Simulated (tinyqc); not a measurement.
## Donor binding, ionisation and the Mott limit: ionisation against doping

Hydrogenic donor: Ry = (m0 q^3/(8 eps0^2 h^2)) me/eps_r^2 in eV, E0 = cc Ry, radius a = q/(8 pi eps0 eps_r E0), Mott density Nm = (0.26/a)^3. Below Nm the level sinks as Ed = E0 [1 - (N/Nm)^(1/3)]. Neutrality: Nc F12(eta) = N/(1 + 2 exp(eta + Ed/kB T)), F12(x) = (2/sqrt(pi)) int_0^infinity sqrt(u)/(1 + exp(u - x)) du.

The neutrality equation is solved with F12 in each row.

Inputs (values chosen for the exercise); band and dielectric values close to those of gallium phosphide:
```
symbol    value   unit                                                  meaning
T           300      K                                              temperature
eps_r      11.1                                           relative permittivity
me        0.299     m0  mass in the hydrogenic formula, set independently of Nc
Nc      1.81e19  cm^-3               conduction-band density of states at 300 K
cc            1          ratio of the true binding energy to the hydrogenic one
```

Constants: q = 1.602176634e-19 C, kB = 1.380649e-23 J/K, eps0 = 8.8541878128e-12 F/m, h = 6.62607015e-34 J s, m0 = 9.1093837015e-31 kg, Vt = kB T/q. Results are converted to the units shown.

Result of one run:

| N (cm^-3) | N/Nm | Ed (meV) | ionised (%) | ionised with Ed = E0 (%) |
|---|---|---|---|---|
| 1.6e18 | 0.6902 | 3.839 | 84.84 | 69.08 |

What becomes of these results when the donor density N is changed from 1.6e18 to 8.6e15 cm^-3, all else the same?

Result of the changed run:

| N (cm^-3) | N/Nm | Ed (meV) | ionised (%) | ionised with Ed = E0 (%) |
|---|---|---|---|---|
| 8.6e15 | 0.003710 | 27.91 | 99.72 | 99.66 |

The whole series:

| N (cm^-3) | N/Nm | Ed (meV) | ionised (%) | ionised with Ed = E0 (%) |
|---|---|---|---|---|
| 1.1e15 | 4.745e-4 | 30.44 | 99.96 | 99.96 |
| 3e15 | 0.001294 | 29.42 | 99.90 | 99.88 |
| 8.6e15 | 0.003710 | 27.91 | 99.72 | 99.66 |
| 2.4e16 | 0.01035 | 25.82 | 99.29 | 99.07 |
| 7e16 | 0.03020 | 22.74 | 98.20 | 97.37 |
| 2e17 | 0.08627 | 18.43 | 95.84 | 93.10 |
| 5.7e17 | 0.2459 | 12.33 | 91.43 | 83.94 |
| 1.6e18 | 0.6902 | 3.839 | 84.84 | 69.08 |

The ionised share falls from 100 to 84.8 %, against 100 to 69.1 % for a fixed level: a higher density raises EF against the level, which fills more donors, while the sinking Ed works the other way.

Range of the model: A sharp level with degeneracy 2 overstates freeze-out near Nm, where the impurity band broadens and merges with the conduction band.

Program tinyqc, `OMP_NUM_THREADS=1 python tinyqc.py 2330130 2330131 out.jsonl`; Intel Xeon 2.30GHz, shared host, one thread, about 0.01 s.
